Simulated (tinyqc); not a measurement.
Abrupt p-n junction, non-linear Poisson equation by Newton steps: two steps of the calculation.

One dimension, p side on the left, n side on the right; net doping C = -Na for x < 0 and +Nd for x > 0. The potential psi is counted from the intrinsic level, and the quasi-Fermi potentials are flat: 0 for holes and -V for electrons, so n = ni exp((psi + V)/Vt) and p = ni exp(-psi/Vt) (Boltzmann statistics, full ionisation, no current).

Values chosen for this exercise; band and dielectric values close to those of indium phosphide: temperature T = 350 K; relative permittivity eps_r = 12.7; bias of the p side against the n side V = 0.47 V.

Constants: q = 1.602176634e-19 C, kB = 1.380649e-23 J/K, Vt = kB T/q, eps0 = 8.8541878128e-14 F/cm where lengths are in cm. Results are converted to the units shown.

Task 1. Newton step. Solve the tridiagonal system a_(i-1) d_(i-1) + b_i d_i + a_i d_(i+1) = -F_i for nodes 1 to 15, with d = 0 on fixed nodes. Each component d is damped to sign(d) Vt ln(1 + |d|/Vt) before it is added.

coupling a_i, interval 0 to 15 (F/cm^2): 6.2820215e-7  6.9843593e-7  7.7550473e-7  8.5838309e-7  9.5295072e-7  1.0608319e-6  1.1836651e-6  1.3075370e-6  7.4468997e-7  4.2115425e-7  2.3874349e-7  1.3580699e-7  7.7019305e-8  4.3754158e-8  2.4933079e-8  1.4056023e-8

```
node  diagonal b (F/cm^2)  residual F (C/cm^2)
1           -2.5984803e-6        5.1656162e-10
2           -2.6090803e-6        3.2105907e-10
3           -2.6327049e-6       -8.5432413e-11
4           -2.6675606e-6       -7.4973669e-10
5           -2.7156021e-6        -1.5086082e-9
6           -2.7811177e-6        -1.6255383e-9
7           -2.8578833e-6        8.2378996e-10
8           -2.3419757e-6       -5.4066597e-10
9           -1.4884267e-6         5.1334229e-9
10          -1.0380520e-6         1.0769065e-8
11          -7.7718720e-7         1.3625366e-8
12          -5.1932508e-7         1.2648132e-8
13          -2.2117618e-7         8.7404270e-9
14          -7.4744882e-8         8.5346891e-9
15          -4.5160221e-8         1.4014187e-8
```

psi after iteration 1, node 0 to 16 (V): -0.57106530  -0.57124495  -0.57099310  -0.57024647  -0.56870561  -0.56589909  -0.56107207  -0.55274801  -0.53751561  -0.52363939  -0.51128803  -0.49612705  -0.47082514  -0.42009136  -0.31828834  -0.16856688  -0.03380230

Give: Newton step d, before damping; psi after iteration 2.

Result 1.

Newton step d, before damping, node 1 to 15 (V): 0.0002  0.0001  -0.0002  -0.0005  -0.0005  0.0005  0.0030  0.0055  0.0128  0.0234  0.0338  0.0523  0.1288  0.3593  0.5087
psi after iteration 2, node 0 to 16 (V): -0.5711  -0.5710  -0.5709  -0.5704  -0.5692  -0.5664  -0.5606  -0.5499  -0.5324  -0.5129  -0.4940  -0.4734  -0.4405  -0.3700  -0.2411  -0.0816  -0.0338

Task 2. Converged densities, field and charge. n and p as above; field E_i = -(psi_(i+1) - psi_i)/h_i on each interval; charge on either side of the peak Q = eps0 eps_r |E|max (Gauss).

```
node  x (nm)  converged psi (V)  net doping C (cm^-3)
0      -97.8        -0.57106530               -1.4e17
1      -79.9        -0.57099350               -1.4e17
2      -63.8        -0.57079911               -1.4e17
3      -49.3        -0.57023518               -1.4e17
4      -36.2        -0.56874673               -1.4e17
5      -24.4        -0.56523762               -1.4e17
6      -13.8        -0.55792450               -1.4e17
7       -4.3        -0.54464399               -1.4e17
8        4.3        -0.52356180                1.6e15
9       19.4        -0.49434189                1.6e15
10      46.1        -0.45269235                1.6e15
11      93.2        -0.39002880                1.6e15
12       176        -0.29478117                1.6e15
13       322        -0.16525251                1.6e15
14       579        -0.05380578                1.6e15
15      1030        -0.03468830                1.6e15
16      1830        -0.03380230                1.6e15
```

ni = 8.3781781e8 cm^-3

Wanted: n; p; field E; peak |E|; charge Q.

Result 2.

```
node  n (cm^-3)  p (cm^-3)
0      2.9368e7  1.4000e17
1      2.9438e7  1.3967e17
2      2.9628e7  1.3877e17
3      3.0187e7  1.3620e17
4      3.1715e7  1.2964e17
5      3.5628e7  1.1540e17
6      4.5404e7  9.0554e16
7      7.0522e7  5.8301e16
8      1.4187e8  2.8981e16
9      3.7380e8  1.0999e16
10     1.4872e9  2.7646e15
11    1.1876e10  3.4619e14
12    2.7938e11  1.4717e13
13    2.0480e13  2.0076e11
14    8.2429e14   4.9879e9
15    1.5537e15   2.6463e9
16    1.6000e15   2.5697e9
```

field E, interval 0 to 15 (kV/cm): -0.040  -0.121  -0.389  -1.136  -2.974  -6.899  -13.979  -24.514  -19.351  -15.599  -13.304  -11.503  -8.872  -4.336  -0.424  -0.011
peak |E| = 24.514 kV/cm
charge Q = 27.566 nC/cm^2

tinyqc, about 0.02 s, one thread, Intel Xeon 2.30GHz (shared host): `OMP_NUM_THREADS=1 python tinyqc.py 2000075 2000076 out.jsonl`
